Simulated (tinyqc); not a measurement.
The Fermi level, mass and scattering length from S, n and sigma.

Inverse problem. Bulk parabolic band, x = (E - Ec)/kB T, C = hbar^2/(2 m0), kB T in eV. Modes per area gv m kB T x/(4 pi C) times the back-scattering length l0 x^rr give the transport function s0 X(x), s0 = (2 q^2/h) gv m kB T l0/(4 pi C), X = x^(1 + rr). I_k = int X (x - eta)^k w dx, w = 1/(4 cosh^2((x - eta)/2)). sigma = s0 I_0, S = -(kB/q) I_1/I_0; n = 2 gv (m kB T/(4 pi C))^1.5 F(eta), F(y) = (2/sqrt(pi)) int_0^infinity sqrt(u)/(1 + exp(u - y)) du. Find eta, m and l0.

Parameters, values chosen for the exercise: temperature T = 300 K; valleys gv = 2; energy exponent of that length rr = 0.

Constants: q = 1.602176634e-19 C, kB = 1.380649e-23 J/K, hbar = 1.054571817e-34 J s, h = 6.62607015e-34 J s, m0 = 9.1093837015e-31 kg, Vt = kB T/q, hbar^2/(2 m0) = 0.0380998212 eV nm^2. Results are converted to the units shown.

S = -86.092979 uV/K
n = 9.3623080e18 cm^-3
sigma = 146.92890 S/cm

Answer. |S| falls steadily as eta rises and depends on nothing else, so it fixes eta; n then gives m, and sigma gives l0.

eta = 3.000
m = 0.1200 m0
l0 = 4.800 nm

Computed by the program tinyqc: `OMP_NUM_THREADS=1 python tinyqc.py 2800006 2800007 out.jsonl`, one thread of a shared Intel Xeon 2.30GHz, about 0.08 s for the whole run.
